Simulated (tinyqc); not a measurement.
Capillary instabilities by surface diffusion: grooving and agglomeration of films, edge retraction, wire break-up and smoothing of roughness. From one set of inputs to another, one input at a time. Computed by tinyqc, a small Python program. Command: `OMP_NUM_THREADS=1 python tinyqc.py 3026046 3026047 out.jsonl dewet ladder`. One thread of a shared host (Intel(R) Xeon(R) Processor @ 2.30GHz), about 0.01 s of CPU time with the checks.

Isotropic surface energy; shapes change by surface diffusion alone.

The inputs printed are set A. Inputs not listed in the table keep their values of set A, so the rows need not describe a real material.

Inputs (values chosen for the exercise, of the order of those of a gold film): surface energy gamma_s = 1.44 J/m^2; grain-boundary energy gamma_b = 0.37 J/m^2; interface energy gamma_i = 0.85 J/m^2; contact angle on the substrate theta = 90 degrees; atomic volume Omega = 17 angstrom^3; surface sites nu = 8.4 1/nm^2; prefactor D0 = 1.8e-05 m^2/s; activation energy Q = 0.929 eV; temperature T = 859 K; time t = 1100 s; film thickness h = 52 nm; grain radius R = 170 nm.

Grooves: at the surface and the interface.

Constants: k_B = 8.617333262e-05 eV/K; k_B = 1.380649e-23 J/K.

Method:
- B = D_s nu gamma_s Omega^2/(k_B T), D_s = D0 exp(-Q/(k_B T)).
- Groove angle beta: sin(beta) = gamma_b/(2 gamma). For circular grains of radius R with spherical caps the groove ends (measured from the mean surface) at the depth R g(beta), g = (2 - 3 cos beta + cos^3 beta)/(3 sin^3 beta). The film parts if R [g(beta_s) + g(beta_i)] > h.
- A rim shaped as a circular segment with contact angle theta holds the area h x; its radius r obeys r^2 (theta - sin theta cos theta) = h x. To advance, the edge must carry a strip of the rim height H = r (1 - cos theta) over the rim, driven by the curvature 1/r over the distance r theta (the scaling argument of Brandon and Bradshaw): H dx/dt = B/(theta r^2) gives x^(5/2) = (5/2) B t c^(3/2)/(theta (1 - cos theta) h^(3/2)), c = theta - sin theta cos theta.

Each row keeps all changes above it:
```
input moved                                        from       to  B (nm^4/s)  critical R/h  retraction x (nm)
set A                                                 -        -  1.8805e+07        11.417             1972.7
film thickness h (nm)                                52       11  1.8805e+07        11.417             5009.9
activation energy Q (eV)                          0.929     1.65  1.1070e+03        11.417              101.8
atomic volume Omega (angstrom^3)                     17     11.1  4.7194e+02        11.417               72.4
grain-boundary energy gamma_b (J/m^2)              0.37     0.57  4.7194e+02         7.282               72.4
temperature T (K)                                   859     1072  3.1707e+04         7.282              389.6
contact angle on the substrate theta (degrees)       90      120  3.1707e+04         7.282              392.7
prefactor D0 (m^2/s)                            1.8e-05  0.00024  4.2277e+05         7.282             1106.8
```

B goes from 1.88e7 to 423000, a factor 0.0225 in all. The largest single move comes from activation energy Q (a factor 5.89e-5), and temperature T works against it (a factor 67.2). Critical R/h goes from 11.4 to 7.28, a factor 0.638 in all. The largest single move comes from grain-boundary energy gamma_b (a factor 0.638). Retraction x goes from 1970 to 1110, a factor 0.561 in all. The largest single move comes from activation energy Q (a factor 0.0203), and temperature T works against it (a factor 5.38). The single moves hold for this order of the switches; the total does not depend on the order.

Extremes, crossings and ranges named in words are read from the listed rows.
